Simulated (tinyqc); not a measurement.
A ladder of methods, and size consistency: correlation methods against full CI in the 6-31g basis, for H2, spin multiplicity 1. Computed by the program tinyqc with PySCF. All electrons correlated; +Q is the Davidson correction (1 - c0^2) E_corr. The last columns treat two copies 100 angstrom apart as one system. FCI is the lowest singlet.

Geometry (angstrom):
```
atom,x,y,z
H,0.0000,0.0000,0.0000
H,0.0000,0.0000,0.8280
```

RHF energy of one = -1.121056 hartree

Correlation energies (hartree):
```
method,E_corr of one,share of FCI (%),E_corr of two at 100 angstrom,two minus twice one (mhartree)
MP2,-0.01834,67.930,-0.03669,0.000
CISD,-0.02700,100.000,-0.05308,0.934
CISD+Q,-0.02749,101.796,-0.05488,0.104
CCSD,-0.02700,100.000,-0.05401,0.000
CCSD(T),-0.02700,100.000,-0.05401,0.000
FCI,-0.02700,100.000,-,-
```

What does the comparison show, and why?

MP2 recovers 68 %, CISD 100.0 % and CCSD 100.0 % of the FCI value (c0^2 = 0.982 in CISD). MP2 and coupled cluster are size consistent, so their last column vanishes; CISD loses 0.93 mhartree, since a double excitation on each copy is a quadruple of the pair, and the Davidson correction leaves +0.10. With two electrons, or one virtual orbital, CISD and CCSD are exact for one copy, so +Q overshoots there.
